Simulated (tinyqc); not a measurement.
Changing the overpotential eta: bottom-up copper filling of a trench by curvature-enhanced accelerator coverage. Computed by tinyqc, a small Python program. Command: `OMP_NUM_THREADS=1 python tinyqc.py 3007482 3007483 out.jsonl superfill sweep`. One thread of a shared host (Intel(R) Xeon(R) Processor @ 2.30GHz), about 0.06 s of CPU time with the checks.

A rectangular trench keeps vertical walls and a flat floor. An accelerator floats on the surface; where area is lost in the corners it is passed on to the floor.

Inputs (values chosen for the exercise, close to those used for damascene copper plating):
```
quantity                                           value     unit
trench width w                                       360       nm
aspect ratio h/w                                     2.9        -
exchange current of the suppressed surface i_0     0.035  mA/cm^2
exchange current of the accelerated surface i_1     0.66  mA/cm^2
transfer coefficient alpha                          0.45        -
starting coverage theta_0                          0.044        -
adsorption rate k_a                              0.00018      1/s
cupric ion concentration C                          0.66    mol/l
diffusivity D                                    4.9e-06   cm^2/s
boundary layer delta                                  79       um
temperature T                                        298        K
```

Constants: e = 1.602176634e-19 C; N_A = 6.02214076e+23 1/mol; k_B = 8.617333262e-05 eV/K.

Method. Kinetic current i_k = [i_0 (1 - theta) + i_1 theta] exp(alpha eta/(k_B T)), limit i_L = 2 F D C/delta, i = 1/(1/i_k + 1/i_L); velocity v = i Omega/(2F), Omega = 7.11 cm^3/mol, F = e N_A. Depletion inside the trench is ignored. Half width x, floor height y, depth h = aspect ratio x w. dx/dt = -v_s, dy/dt = v_b. d theta_b/dt = k_a (1 - theta_b) + [theta_s v_b + theta_b v_s]/x: the floor takes the accelerator of the wall it covers and keeps its own as it narrows. d theta_s/dt = k_a (1 - theta_s). theta_b is capped at 1. Integrate (tolerance 1e-9) until the walls meet (x = 0.02 w/2) or the floor passes the original mouth y = h. Start: x = w/2, y = 0, theta_b = theta_s = theta_0. Height filled = y/h, opening left = x/(w/2).

One run for each value; columns: (1) overpotential eta (V); (2) ratio v(1)/v(theta_0); (3) share of the height filled from the floor; (4) opening left, as a share of w; (5) time at the end (s):
```
(1)       (2)      (3)   (4)     (5)
0.060  10.337  0.40816  0.02  1314.4
0.098  10.135  0.44991  0.02   826.5
0.140   9.714  0.48319  0.02   477.1
0.170   9.211  0.49322  0.02   314.0
0.210   8.181  0.48291  0.02   174.3
0.250   6.733  0.44449  0.02    94.7
0.280   5.490  0.40170  0.02    60.0
0.320   3.918  0.33802  0.02    33.4
0.360   2.711  0.28010  0.02    19.8
```

Over the rows, ratio v(1)/v(theta_0) falls from 10.3 to 2.71 (exponent d ln y / d ln x -0.040 between the first rows and -3.1 between the last); share of the height filled from the floor goes from 0.408 through a maximum among these rows, 0.493 at 0.170, to 0.280; opening left, as a share of w does not change. A high overpotential drives the accelerated surface towards the diffusion limit first, which lowers the contrast in speed.

Caution (all rows): real profiles develop slanted corners, and accelerator is consumed; both are left out.

Extremes, crossings and ranges named in words are read from the listed rows.
